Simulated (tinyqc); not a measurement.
Koster-Slater impurity in an sp3s* host: one step. A first estimate from the table. Three cases, with inputs chosen for the exercise.

Question. A defect that shifts the p level of its cation site by V has a level where the host Green function G_p(E) equals 1/V; E is counted from the top of the valence band. Find it by linear interpolation between the two rows that bracket it.

Give: 1/V; estimated level.

Case 1.

Values chosen (out of a larger set: near a published set for InP; not measured data): V = -6.5 eV (shift of the p levels).

G(E) (1/eV):

| E (eV) | G_s | G_p |
|---|---|---|
| 0.000000 | -0.0869718 | 0.0009427 |
| 0.172826 | -0.1027543 | -0.0380015 |
| 0.345652 | -0.1201140 | -0.0651707 |
| 0.518478 | -0.1396886 | -0.0887725 |
| 0.691304 | -0.1623104 | -0.1113092 |
| 0.864130 | -0.1891624 | -0.1342835 |
| 1.036956 | -0.2220490 | -0.1590637 |
| 1.209782 | -0.2639416 | -0.1873329 |
| 1.382608 | -0.3202387 | -0.2216775 |

Answer.

1/V = -0.15385 1/eV
estimated level = 1.001 eV

Case 2.

Values chosen (out of a larger set: near a published set for AlAs; not measured data): V = -5.3 eV (shift of the p levels).

G(E) (1/eV):

| E (eV) | G_s | G_p |
|---|---|---|
| 0.000000 | -0.0903513 | 0.0376875 |
| 0.276991 | -0.1118117 | -0.0174763 |
| 0.553981 | -0.1366275 | -0.0538247 |
| 0.830972 | -0.1666510 | -0.0864700 |
| 1.107962 | -0.2047300 | -0.1205807 |
| 1.384953 | -0.2558469 | -0.1613970 |
| 1.661943 | -0.3300012 | -0.2190430 |
| 1.938934 | -0.4522117 | -0.3273133 |
| 2.215924 | -0.8108235 | -1.0678176 |

Answer.

1/V = -0.18868 1/eV
estimated level = 1.516 eV

Case 3.

Values chosen (out of a larger set: near a published set for Si; not measured data): V = -8.7 eV (shift of the p levels).

G(E) (1/eV):

| E (eV) | G_s | G_p |
|---|---|---|
| 0.000000 | -0.0724558 | 0.0983107 |
| 0.143308 | -0.0849477 | 0.0635724 |
| 0.286616 | -0.0992619 | 0.0366569 |
| 0.429925 | -0.1160680 | 0.0124870 |
| 0.573233 | -0.1363988 | -0.0113160 |
| 0.716541 | -0.1619898 | -0.0367441 |
| 0.859849 | -0.1961212 | -0.0665333 |
| 1.003158 | -0.2462506 | -0.1062773 |
| 1.146466 | -0.3364511 | -0.1737475 |

Answer.

1/V = -0.11494 1/eV
estimated level = 1.022 eV

Computed by tinyqc, one run a case: `OMP_NUM_THREADS=1 python tinyqc.py N N+1 out.jsonl` with N = 1480397, 1480815, 1480869; one thread of a shared Intel(R) Xeon(R) Processor @ 2.30GHz, about 0.05 s a run at most.
